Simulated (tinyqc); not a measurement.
Inputs raised by 5 %, one at a time: Cabrera-Mott growth of a thin oxide under its own electric field. Computed by tinyqc, a small Python program. Command: `OMP_NUM_THREADS=1 python tinyqc.py 3009448 3009449 out.jsonl cabrera sens`. One thread of a shared host (Intel(R) Xeon(R) Processor @ 2.30GHz), about 0.04 s of CPU time with the checks.

Electrons cross the film freely and set a fixed potential V across it; the field V/x lowers the barrier for ions entering the oxide.

Inputs (values chosen for the exercise, for a model metal):
```
quantity                     value        unit
barrier W                     1.76          eV
Mott potential V              0.69           V
ion charge number z              2           -
half jump distance b           1.8    angstrom
prefactor u0 = N Omega nu  9.9e+12  angstrom/s
temperature T                  350           K
starting thickness x0          4.2    angstrom
time t                       77000           s
```

Backward hops: ignored.

Constants: k_B = 8.617333262e-05 eV/K.

Method:
- u = u0 exp(-W/(k_B T)), X1 = z b V/(k_B T) with V in volts and k_B T in eV; dx/dt = u exp(X1/x).
- t(x) = int_(x0)^x dx / (dx/dt) by Gauss-Legendre quadrature (80 points on each side of (x0 + 2 x)/3), solved for x.
- Growth counts as stopped when u exp(X1/x) falls to 1e-5 angstrom/s: x_L = X1/ln(1e-5/u), defined while u is below that rate; the critical temperature is T_c = W/(k_B ln(u0/1e-5)).

Runs; columns: (1) input moved; (2) from; (3) to; (4) thickness x (angstrom); (5) rate at time t (angstrom/s); (6) field at time t (MV/cm); (7) critical temperature T_c (K):
```
(1)                                         (2)         (3)     (4)         (5)     (6)     (7)
base run                                      -           -  5.1718  3.7049e-06  13.342  492.90
barrier W (eV)                             1.76       1.848  4.4963  2.1909e-06  15.346  517.54
Mott potential V (V)                       0.69      0.7245  5.4122  3.9078e-06  13.386  492.90
half jump distance b (angstrom)             1.8        1.89  5.4122  3.9078e-06  12.749  492.90
prefactor u0 = N Omega nu (angstrom/s)  9.9e+12  1.0395e+13  5.1857  3.7269e-06  13.306  492.32
temperature T (K)                           350       367.5  5.8391  4.9371e-06  11.817  492.90
time t (s)                                77000       80850  5.1857  3.5494e-06  13.306  492.90
```

Exponents ln(y'/y) / ln(x'/x):
```
input                      thickness x  rate at time t  field at time t  critical temperature T_c
barrier W                       -2.869         -10.767            2.869                     1.000
Mott potential V                 0.931           1.093            0.069                     0.000
half jump distance b             0.931           1.093           -0.931                     0.000
prefactor u0 = N Omega nu        0.055           0.121           -0.055                    -0.024
temperature T                    2.487           5.885           -2.487                     0.000
time t                           0.055          -0.879           -0.055                     0.000
```

Which inputs matter most for each result?

Among the inputs moved here: thickness x answers most in size to barrier W (exponent -2.869), next to temperature T (+2.487). Rate at time t answers most in size to barrier W (exponent -10.767), next to temperature T (+5.885). Field at time t answers most in size to barrier W (exponent +2.869), next to temperature T (-2.487). Critical temperature T_c answers most in size to barrier W (exponent +1.000), next to prefactor u0 = N Omega nu (-0.024); its exponent is below 0.0005 for Mott potential V, half jump distance b, temperature T, time t.

Caution (all rows): the starting field or rate is formal: the first layers form as fast as oxygen arrives.
